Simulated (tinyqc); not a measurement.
# Depth and level of a trap from the time ratio

Question. For an oxide trap tc/te = exp(E/Vt) with E = E0 - dpsi - (xt/tox)(Vg - VT - dpsi), dpsi being the rise of the surface potential above its value at threshold. Find xt and E0, and the depth that would be read if dpsi were ignored.

Parameters, values chosen for the exercise: temperature T = 300 K; insulator thickness tox = 1.3 nm.

Constants: q = 1.602176634e-19 C, kB = 1.380649e-23 J/K, Vt = kB T/q. Results are converted to the units shown.

Vg - VT (V): [0.28, 0.43]
tc/te: [2.7460908, 0.17880354]
dpsi (V): [0.061400440, 0.073805858]

Answer. E + dpsi is a straight line in the oxide voltage Vg - VT - dpsi with slope -xt/tox and intercept E0. Ignoring dpsi assigns the motion of the bands to the trap and overstates its depth.

xt = 0.5500 nm
E0 = 0.1800 eV
depth read without dpsi = 0.6120 nm

Computed by the program tinyqc: `OMP_NUM_THREADS=1 python tinyqc.py 2710085 2710086 out.jsonl`, one thread of a shared Intel Xeon 2.30GHz, about 0.01 s for the whole run.
